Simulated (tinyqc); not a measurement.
Debye-Callaway model of lattice thermal conductivity: one step, computed by the program tinyqc.

Three acoustic branches with one velocity v, cut at omega_D = k_B Theta/hbar; x = hbar omega/(k_B T). v and Theta are separate inputs: Theta cuts off the heat-carrying modes, so C need not reach 3 k_B/V. gamma is an effective value that sets the umklapp rate.

Problem. Mass-fluctuation parameter. Gamma is given directly by the isotope mixture. A = V Gamma/(4 pi v^3).

Inputs (values chosen for the exercise, modelled on silicon): sound velocity v = 6590 m/s; volume per atom V = 20 angstrom^3; mass variance Gamma = 0.00017.

Sample: crystal. Point defects: isotopes. Normal processes: included.

Give: Gamma; Rayleigh coefficient A.

Solution.

Gamma = 1.70e-04

Rayleigh coefficient A = 9.454e-46 s^3
